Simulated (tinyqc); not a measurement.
Threshold-voltage variability of a planar MOSFET, analytic estimates: one step of the calculation.

Three independent sources add in quadrature: random dopants in the depleted layer, metal-gate grains of two orientations, and roughness of the two gate edges acting through the roll-off VT = VT(long) - Vr exp(-L/l). These are first-order estimates: no three-dimensional electrostatics, no percolation.

Task. Margin in standard deviations for the wanted yield. Cells fail independently with probability Q(k) = erfc(k/sqrt(2))/2 when the margin is k standard deviations, and Y = exp(-Nb Q(k)). phi = exp(-k^2/2)/sqrt(2 pi). Newton steps on ln Q(k) = ln(-ln(Y)/Nb): k(new) = k + [ln Q - ln(-ln(Y)/Nb)] Q/phi.

Values chosen for this exercise:
```
symbol,value,unit,meaning
Nb,8388608,,number of cells
Y,0.997,,wanted yield
```

k at the start = 2

Wanted: Q(k); phi; k after iteration 1.

Result.

Q(k) = 0.022750
phi = 0.053991
k after iteration 1 = 9.5707

Numbers from tinyqc (`OMP_NUM_THREADS=1 python tinyqc.py 2090157 2090158 out.jsonl`; about 0.01 s on one thread of a shared Intel Xeon 2.30GHz).
